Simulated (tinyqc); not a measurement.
Worked calculation: delta-doped layer in the Thomas-Fermi potential. Values are carried at full precision from step to step, so a last printed digit may differ when a step is redone from the rounded ones.

All donors ionised in the plane z = 0, zero temperature, energies from the Fermi level EF of the Thomas-Fermi model, which lies at the bulk band edge; c = hbar^2/2m0, q = e^2/(4 pi eps0). Layer in a (001) plane: two valleys with m_z = ml, m_d = mt (unprimed) and four with m_z = mt, m_d = sqrt(ml mt) (primed); m3 = (ml mt^2)^(1/3), gv = 6. With n = (gv/3 pi^2)(m3 (-V)/c)^(3/2) and V'' = -(4 pi q/eps) n for z > 0, the solution is V = -b/(|z| + z0)^4 with sqrt(b) = 20/K, K = (4 pi q/eps)(gv/3 pi^2)(m3/c)^(3/2), and z0^5 = 4b/(e F0), e F0 = 2 pi q N/eps; 1e13/cm^2 = 1e-3/angstrom^2. Exchange and correlation are left out.

Constants: hbar^2/2m0 = 3.80998211 eV angstrom^2; e^2/(4 pi eps0) = 14.39964547 eV angstrom.

Parameters, chosen for this exercise (near those of a delta-doped layer in Si; shifted at random, so the results belong to these values and not to a real crystal):

| symbol | value | unit | meaning |
|---|---|---|---|
| ml | 0.931 | m0 | longitudinal mass |
| mt | 0.186 | m0 | transverse mass |
| eps | 11.4 |  | dielectric constant |
| N | 19 | x 1e13/cm^2 | donor sheet density |

## The Thomas-Fermi well

Give K, b, e F0, z0 and the depth b/z0^4.

K = 0.077623 eV^(-1/2) angstrom^-2
b = 66386 eV angstrom^4
e F0 = 0.15079 eV/angstrom
z0 = 17.75 angstrom
depth = 0.6691 eV

Half of the electrons lie within |z| < (2^(1/5) - 1) z0 = 2.6 angstrom. The mean donor spacing in the plane is 7.3 angstrom, against a Bohr radius 0.529177 eps/m3 = 19.0 angstrom: the orbits overlap many donors, so a smeared sheet is a fair model in the plane. Across the plane the Thomas-Fermi density is more peaked than that of the quantised subbands, the more so the fewer are filled.

## Profile

V = -b/(|z| + z0)^4, n and the share of electrons beyond |z|, (z0/(|z| + z0))^5, at z = 0, 0.1, 0.25, 0.5, 1 and 2 times z0; n = (eps/(4 pi q)) 20 b/(|z| + z0)^6, q = e^2/(4 pi eps0), 1/angstrom^3 = 1e24/cm^3.

Profile:

| z (angstrom) | V (eV) | n (1e19/cm^3) | share beyond |
|---|---|---|---|
| 0.0 | -0.6691 | 268 | 1.000 |
| 1.8 | -0.4570 | 151 | 0.621 |
| 4.4 | -0.2741 | 70.2 | 0.328 |
| 8.9 | -0.1322 | 23.5 | 0.132 |
| 17.7 | -0.0418 | 4.18 | 0.031 |
| 35.5 | -0.0083 | 0.367 | 0.004 |

## Subbands

Subbands solve -(c/m_z) psi'' + V psi = E psi on 1280 points of spacing z0/80; up to ten levels for each group, kept if bound with an rms width below 2.5 z0.

List the bound levels with their rms width.

Subbands:

| label | valleys g | m_d (m0) | E (eV) | rms z (angstrom) |
|---|---|---|---|---|
| 0 | 2 | 0.1860 | -0.3298 | 3.8 |
| 0' | 4 | 0.4161 | -0.1983 | 8.8 |
| 1 | 2 | 0.1860 | -0.0689 | 11.7 |
| 2 | 2 | 0.1860 | -0.0149 | 25.3 |

The lowest level lies 51 % of the way up the well, and 0' follows 132 meV higher.

## Filling the subbands

At zero temperature n_i = g m_d (mu - E_i)/(2 pi c) for E_i < mu, c = hbar^2/2m0; find mu from sum n_i = N (1e13/cm^2 = 1e-3/angstrom^2).

mu = -0.0105 eV

n_i in the order of the list (1e13/cm^2): 4.963  13.060  0.908  0.068

4 subbands filled in part, the lowest with 26 % of the electrons. The potential was built for a Fermi level at 0; filling its quantised levels puts mu 1.6 % of the depth below that, which shows how nearly the two pictures agree. The fullest is 0', with 69 %.

## Estimate from a V-shaped well

Near z = 0 the well is -depth + e F0 |z|, whose levels are a (c (e F0)^2/m_z)^(1/3) with a = 1.018793 (even) and 2.338107 (odd); c = hbar^2/2m0, m_z = ml, for the unprimed levels.

levels 0 and 1 (eV): -0.2074  0.3904

Level 0 comes out 122 meV too high, since screening flattens the true well away from the plane, and level 1 lands above the rim at 0.

## Checks

- Integral of the Thomas-Fermi density against N, 1e13/cm^2: both 19.00.
- Lowest level on a finer grid (z0/200), eV: both -0.330.

(tinyqc, `OMP_NUM_THREADS=1 python tinyqc.py 1252541 1252542 out.jsonl`, Intel(R) Xeon(R) Processor @ 2.30GHz, 1 thread, shared host, about 0.2 s.)
